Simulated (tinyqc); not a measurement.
Empirical pseudopotential in a few plane waves, step by step. One step of it, computed by the program tinyqc.

Problem. Bloch Hamiltonian at k. Basis: the 15 shortest G (labels in 2 pi/a), the same at every k. H(G,G') = c |k + G|^2 delta + VS(|G-G'|^2) cos((G-G').tau) + i VA sin((G-G').tau), tau = a/8 (1,1,1); 1 Ry = 13.605693 eV.

Parameters chosen for this model: fcc lattice, atoms at +/- a/8 (1,1,1); form factors in rydberg at |G|^2 in units of (2 pi/a)^2:
```
parameter                 value      unit
a                      5.840000  angstrom
VS(3)                 -0.258000        Ry
VS(8)                  0.044000        Ry
VS(11)                 0.038000        Ry
VA(3)                         0        Ry
VA(4)                         0        Ry
VA(11)                        0        Ry
hbar^2/2m (2 pi/a)^2   4.410187        eV
```

k point k (2 pi / a): [0.150000, 0.030000, 0.090000]

Give: H(k) at k.

Solution.

H(k) at k (eV):
```
         +0+0+0   -1-1-1   -1-1+1   -1+1-1   -1+1+1   +1-1-1   +1-1+1   +1+1-1
+0+0+0   0.1389   2.4821  -2.4821  -2.4821  -2.4821  -2.4821  -2.4821  -2.4821
-1-1-1   2.4821  10.9880   0.0000   0.0000  -0.5987   0.0000  -0.5987  -0.5987
-1-1+1  -2.4821   0.0000  12.5756   0.5987   0.0000   0.5987   0.0000   0.0000
-1+1-1  -2.4821   0.0000   0.5987  11.5172   0.0000   0.5987   0.0000   0.0000
-1+1+1  -2.4821  -0.5987   0.0000   0.0000  13.1049   0.0000   0.5987   0.5987
+1-1-1  -2.4821   0.0000   0.5987   0.5987   0.0000  13.6341   0.0000   0.0000
+1-1+1  -2.4821  -0.5987   0.0000   0.0000   0.5987   0.0000  15.2218   0.5987
+1+1-1  -2.4821  -0.5987   0.0000   0.0000   0.5987   0.0000   0.5987  14.1633
+1+1+1   2.4821   0.0000  -0.5987  -0.5987   0.0000  -0.5987   0.0000   0.0000
-2+0+0   0.0000  -2.4821  -2.4821  -2.4821   2.4821   0.3656  -0.3656  -0.3656
+0-2+0   0.0000  -2.4821  -2.4821   0.3656  -0.3656  -2.4821   2.4821  -0.3656
+0+0-2   0.0000  -2.4821   0.3656  -2.4821  -0.3656  -2.4821  -0.3656   2.4821
+0+0+2   0.0000  -0.3656   2.4821  -0.3656  -2.4821  -0.3656  -2.4821   0.3656
+0+2+0   0.0000  -0.3656  -0.3656   2.4821  -2.4821  -0.3656   0.3656  -2.4821
+2+0+0   0.0000  -0.3656  -0.3656  -0.3656   0.3656   2.4821  -2.4821  -2.4821

         +1+1+1   -2+0+0   +0-2+0   +0+0-2   +0+0+2   +0+2+0   +2+0+0
+0+0+0   2.4821   0.0000   0.0000   0.0000   0.0000   0.0000   0.0000
-1-1-1   0.0000  -2.4821  -2.4821  -2.4821  -0.3656  -0.3656  -0.3656
-1-1+1  -0.5987  -2.4821  -2.4821   0.3656   2.4821  -0.3656  -0.3656
-1+1-1  -0.5987  -2.4821   0.3656  -2.4821  -0.3656   2.4821  -0.3656
-1+1+1   0.0000   2.4821  -0.3656  -0.3656  -2.4821  -2.4821   0.3656
+1-1-1  -0.5987   0.3656  -2.4821  -2.4821  -0.3656  -0.3656   2.4821
+1-1+1   0.0000  -0.3656   2.4821  -0.3656  -2.4821   0.3656  -2.4821
+1+1-1   0.0000  -0.3656  -0.3656   2.4821   0.3656  -2.4821  -2.4821
+1+1+1  15.7510  -0.3656  -0.3656  -0.3656  -2.4821  -2.4821  -2.4821
-2+0+0  -0.3656  15.1336   0.5987   0.5987  -0.5987  -0.5987   0.0000
+0-2+0  -0.3656   0.5987  17.2504   0.5987  -0.5987   0.0000  -0.5987
+0+0-2  -0.3656   0.5987   0.5987  16.1920   0.0000  -0.5987  -0.5987
+0+0+2  -2.4821  -0.5987  -0.5987   0.0000  19.3673   0.5987   0.5987
+0+2+0  -2.4821  -0.5987   0.0000  -0.5987   0.5987  18.3089   0.5987
+2+0+0  -2.4821   0.0000  -0.5987  -0.5987   0.5987   0.5987  20.4258
```
